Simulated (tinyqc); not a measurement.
Quasi-harmonic thermal expansion with mode Grueneisen parameters: one step, computed by the program tinyqc. Command: `OMP_NUM_THREADS=1 python tinyqc.py 3007106 3007107 out.jsonl qha walk`. One thread of a shared host (Intel(R) Xeon(R) Processor @ 2.30GHz), about 0.03 s of CPU time with the checks.

A crystal with two atoms a cell; per atom there are 1 transverse acoustic (TA), 1/2 longitudinal acoustic (LA) and 3/2 optical (O) modes. Every frequency of group i scales as nu_i (V/V0)^(-gamma_i). The acoustic groups have Debye spectra, density 3 nu^2/nu_i^3 up to nu_i (40 Gauss-Legendre points); the optical group has one frequency. Static energy: E = (9 V0 B0/16) [y^3 B' + y^2 (2 - 4 y)], y = (V0/V)^(2/3) - 1, with pressure P_s = (3 B0/2) (z^7 - z^5) [1 + (3/4)(B' - 4)(z^2 - 1)], z = (V0/V)^(1/3).

Question. Mode groups at the static volume. For a mode with x = h nu/(k_B T), n = 1/(exp(x) - 1): U = h nu (n + 1/2), C/k_B = x^2 n (n + 1); U_i and C_i sum these over group i with its weight per atom. Phonon pressure P_ph = sum_i gamma_i U_i/V.

Inputs (values chosen for the exercise, for a model crystal): static volume V0 = 26.1 angstrom^3/atom; frequency nu_TA = 2.62 THz; frequency nu_LA = 5.07 THz; frequency nu_O = 7.92 THz; Grueneisen parameter gamma_TA = -0.97; Grueneisen parameter gamma_LA = 0.72; Grueneisen parameter gamma_O = 1.4; temperature T = 500 K.

Acoustic groups: Debye.

Constants: h x 1 THz = 4.135667696 meV; k_B = 8.617333262e-05 eV/K; 1 eV/angstrom^3 = 160.2176634 GPa.

Give: Groups; phonon pressure at V0.

Answer.

Groups:
```
group  h nu_i/(k_B T)  U_i (meV)  C_i (k_B)  gamma_i C_i (k_B)
TA             0.2515      43.22     0.9968            -0.9669
LA             0.4866      21.80     0.4941             0.3558
O              0.7602      67.71      1.430              2.002
```

phonon pressure at V0 = 0.4209 GPa
